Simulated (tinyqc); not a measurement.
Thin-film transistor with exponential tail and deep states, accumulation layer: effect of the temperature.

An undoped film in accumulation, thicker than the space-charge layer. With band bending psi the Fermi level lies E0 - psi below the band edge. Free electrons n = n0 exp(psi/Vt) carry the current; electrons in two exponential distributions of traps, a = a0 exp(psi/Va) and d = d0 exp(psi/Vp), do not. Linear regime, ohmic contacts, traps in equilibrium.

Va = kB Tt/q, Vp = kB Td/q; n0 = Nc exp(-E0/Vt), a0 = Nt th(T/Tt) exp(-E0/Va), d0 = Nd th(T/Td) exp(-E0/Vp), th(x) = pi x/sin(pi x). G(psi) = sum over the three kinds of c0 [V (exp(psi/V) - 1) - psi], field F = sqrt(2 q G/(eps0 eps_r)); Vg = psi + eps0 eps_r F/Ci at the surface. Total charge Q = Ci (Vg - psi_s); free charge Qf = q times the integral of n0 (exp(psi/Vt) - 1)/F over psi from 0 to psi_s; I = (W/L) mb Qf Vd; effective mobility mb Qf/Q. Nc, E0 and mb are held fixed.

Inputs (values chosen for the exercise); values close to those of amorphous silicon: relative permittivity of the semiconductor eps_r = 11.8; density of extended states Nc = 4.3e19 cm^-3; band mobility mb = 9.3 cm^2/(V s); total density of tail states Nt = 9.8e19 cm^-3; characteristic temperature of the tail Tt = 320 K; total density of deep states Nd = 7.4e17 cm^-3; characteristic temperature of the deep states Td = 980 K; bulk Fermi level below the band edge E0 = 0.65 eV; gate capacitance Ci = 60 nF/cm^2; ratio W/L WL = 5; drain voltage Vd = 0.1 V; gate voltage above flat band Vg = 6.2 V.

Constants: q = 1.602176634e-19 C, kB = 1.380649e-23 J/K, Vt = kB T/q, eps0 = 8.8541878128e-14 F/cm where lengths are in cm. Results are converted to the units shown.

Effect of the temperature:
```
T (K),E0 - psi_s (eV),Q (nC/cm^2),free share (%),effective mobility (cm^2/(V s)),I (nA)
160,0.07223,337.3,0.6010,0.05590,9.428
180,0.07605,337.6,0.9804,0.09117,15.39
200,0.08063,337.8,1.414,0.1315,22.21
220,0.08615,338.2,1.846,0.1717,29.03
240,0.09293,338.6,2.201,0.2047,34.65
260,0.1016,339.1,2.382,0.2215,37.56
280,0.1135,339.8,2.255,0.2097,35.63
300,0.1332,341.0,1.612,0.1499,25.56
```

As T goes from 160 to 300 K, the free share goes from 0.601 through a maximum of 2.38 (at T = 260 K among the rows listed) to 1.61 %, the distance of the Fermi level from the edge rises from 0.0722 to 0.133 eV and the current goes from 9.43 through a maximum of 37.6 (at T = 260 K among the rows listed) to 25.6 nA. The apparent activation energy between the first two rows is 0.0608 eV, against E0 - psi_s = 0.0722 eV there. For T = 280 to 300 K T is close to Tt, where the factor th overstates the trapped charge. For T = 200 to 300 K the th form, which assumes a Fermi level far below the edge, overcounts the filled tail at the surface by more than 15 %.

Program tinyqc, `OMP_NUM_THREADS=1 python tinyqc.py 2610016 2610017 out.jsonl`; Intel Xeon 2.30GHz, shared host, one thread, about 0.02 s.
